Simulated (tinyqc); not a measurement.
Inside a calculation. Model: one-diode model of a solar cell.

tinyqc, about 0.01 s, one thread, Intel Xeon 2.30GHz (shared host): `OMP_NUM_THREADS=1 python tinyqc.py 2280111 2280112 out.jsonl` Printed values are rounded.

J is the current delivered and Vj = V + J Rs the junction voltage. J = X JL - J01 (exp(Vj/(n1 Vt)) - 1) - Vj/Rp. The photocurrent does not depend on voltage.

Parameters, values chosen for the exercise; values of the order met in cells of silicon: temperature T = 348 K; photocurrent at one sun JL = 34.9 mA/cm^2; concentration X = 1 suns; saturation current of the diode J01 = 5e-6 A/cm^2; ideality factor of the diode n1 = 1.62; series resistance Rs = 0 ohm cm^2; shunt resistance Rp = 5000 ohm cm^2; incident power at one sun Pin = 100 mW/cm^2.

Constants: q = 1.602176634e-19 C, kB = 1.380649e-23 J/K, Vt = kB T/q. Results are converted to the units shown.

## Starting value

Vj = 0.39 V.

Vj at the start = 0.39 V

## Iteration 1: new Vj

Open circuit: J(Vj) = 0. G = -dJ/dVj = J01 exp(Vj/(n1 Vt))/(n1 Vt) + 1/Rp. Vj(new) = Vj + J/G.

J = 19.5018 mA/cm^2
G = 0.315656 S/cm^2
Vj after iteration 1 = 0.451782 V

## Iteration 2: new Vj

As before.

J = -19.8503 mA/cm^2
G = 1.12543 S/cm^2
Vj after iteration 2 = 0.434144 V

## Course of the iteration

Stop when the step is below 1e-10 V, or after 80 iterations.

Course of the iteration:
```
iteration  Vj before the step (V)   step (V)
1                            0.39     0.0618
2                        0.451782    -0.0176
3                        0.434144   -4.09e-3
4                        0.430051   -1.82e-4
5                        0.429869   -3.43e-7
6                        0.429869  -1.21e-12
```

Converged in 6 iterations.

## Figures of merit

Jsc at V = 0, Voc at J = 0, the maximum power point where J (1 + 2 Rs G) = G Vj with G = -dJ/dVj; FF = Vmp Jmp/(Voc Jsc); efficiency Vmp Jmp/(X Pin). Empirical fill factor without parasitics FF0 = (v - ln(v + 0.72))/(v + 1), v = Voc/(n1 Vt).

Jsc = 34.9 mA/cm^2
Voc = 0.429869 V
Vmp = 0.330051 V
Jmp = 30.3774 mA/cm^2
FF = 0.668299
efficiency = 10.0261 %
FF0 = 0.669139

FF is 0.13 % below FF0. Removing one loss at a time changes the efficiency by: shunt +0.02 points.
